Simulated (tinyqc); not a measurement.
Worked calculation: two electrons on one impurity (helium-like model). Values are carried at full precision from step to step, so a last printed digit may differ when a step is redone from the rounded ones.

Units Ha* = 2 Ry m/eps^2 and a* = a0 eps/m. One electron is bound by Z^2/2. Two electrons in the singlet built from exp(-a r) and exp(-b r): S = 8 (ab)^(3/2)/(a + b)^3, h_aa = a^2/2 - Z a, h_bb alike, h_ab = S (ab/2 - Z (a + b)/2), J = ab (a^2 + 3ab + b^2)/(a + b)^3, K = 20 (ab)^3/(a + b)^5, E = (h_aa + h_bb + 2 S h_ab + J + K)/(1 + S^2). For a = b this is a^2 - 2 Z a + 5a/8. Real double donors are deeper, since the central cell is left out.

Constants: Ry = 13.60569312 eV; a0 (Bohr radius) = 0.5291772105 angstrom.

Values chosen for the exercise (near those of impurities in GaAs; the results hold for these values, not for the real material): m = 0.065 m0 (one mean mass); eps = 12.9 (dielectric constant); Z = 2.7 (effective charge (1: D- centre, 2: double donor; other values mimic a central cell)); ab = (3.05, 2.17) 1/a* (trial exponents a, b).

## Units and equal orbitals

Give Ha*, a*, the best common exponent Z - 5/16, E = -(Z - 5/16)^2, and the binding of the second electron -Z^2/2 - E.

Ha* = 10.629 meV
a* = 105.02 angstrom
exponent = 2.3875
E with equal orbitals = -5.70016 Ha*
binding of the second electron = 21.84 meV

The first electron is bound by 38.7 meV, 1.77 times as much as the second.

## Unequal orbitals

Evaluate the integrals and E.

S, h_aa, h_bb, h_ab, J, K: 0.95767  -3.58375  -3.50455  -3.57955  1.57588  1.49608

E = -5.67116 Ha*

This lies 0.0290 Ha* above the best equal-orbital value -(Z - 5/16)^2.

## The minimum over a and b

Give a, b, E, both binding energies and U, their difference.

a, b (1/a*): 2.964  1.810

E = -5.72663 Ha*

binding of the first and second electron (meV): 38.74  22.13

U = 16.62 meV

Letting one electron stay close and the other roam (decay lengths 35 and 58 angstrom) gains 0.28 meV.

## Checks

- Minimum for Z = 1 against the known -0.51330: both -0.51330.
- Minimum for Z = 2 against the known -2.87566: both -2.87566.

tinyqc: `OMP_NUM_THREADS=1 python tinyqc.py 1281056 1281057 out.jsonl`; about 0.02 s, one thread, shared Intel(R) Xeon(R) Processor @ 2.30GHz.
